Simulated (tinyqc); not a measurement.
A log to judge: order-disorder in a binary alloy on two sublattices: Bragg-Williams and pair (quasi-chemical) approximations. Computed by tinyqc. Command: `OMP_NUM_THREADS=1 python tinyqc.py 3018369 3018370 out.jsonl order walk`. One thread of a shared host (Intel(R) Xeon(R) Processor @ 2.30GHz), about 0.01 s of CPU time with the checks.

All z = 6 neighbours of a site lie on the other sublattice. B fills the sublattices with x + eta/2 and x - eta/2; energies are per site, from the pure components: u = -z w y with y the probability of an A-B bond taken in one order.

Inputs (values chosen for the exercise, for a model alloy): ordering energy w = (e_AA + e_BB)/2 - e_AB = 17.1 meV; fraction x of B = 0.48; temperature T = 574 K.

Lattice: simple cubic (z = 6). Method: plain iteration, 40 steps.

Constants: k_B = 8.617333262e-05 eV/K.

Method. Bragg-Williams: u = -z w [x (1 - x) + eta^2/4]; minimising f gives ln[a (1 - b)/(b (1 - a))] = 2 z w eta/(k_B T) =: ln Q, a = x + eta/2, b = x - eta/2. For given Q this is a quadratic for eta, (Q - 1) eta^2/4 - (Q + 1) eta/2 + (Q - 1) x (1 - x) = 0, smaller root: the map eta -> phi(eta). Plain iteration eta = phi(eta), 40 steps at most; start at 0.999 times 2x; stop when |phi - eta| < 1e-10.

Iteration:

| step | eta | phi(eta) | phi - eta |
|---|---|---|---|
| 1 | 0.959040 | 0.756482 | -2.02558e-01 |
| 2 | 0.756482 | 0.653488 | -1.02995e-01 |
| 3 | 0.653488 | 0.588609 | -6.48790e-02 |
| 4 | 0.588609 | 0.543216 | -4.53928e-02 |
| 5 | 0.543216 | 0.509381 | -3.38353e-02 |
| 6 | 0.509381 | 0.483064 | -2.63162e-02 |
| 7 | 0.483064 | 0.461961 | -2.11034e-02 |
| ... | ... | ... | ... |
| 34 | 0.329128 | 0.328091 | -1.03709e-03 |
| 35 | 0.328091 | 0.327133 | -9.57599e-04 |
| 36 | 0.327133 | 0.326248 | -8.84807e-04 |
| 37 | 0.326248 | 0.325430 | -8.18063e-04 |
| 38 | 0.325430 | 0.324673 | -7.56792e-04 |
| 39 | 0.324673 | 0.323973 | -7.00484e-04 |
| 40 | 0.323973 | 0.323324 | -6.48685e-04 |

Can the last value be used, and what does the course show?

No. Not converged: the residual falls by a factor of only 0.926 a step, because the slope of phi nears 1 as T nears T_c (T/T_c = 0.966). The error left is at least about residual/(1 - factor) = 0.0088. Reruns converge with method = Newton steps; or with method = plain iteration, 400 steps.
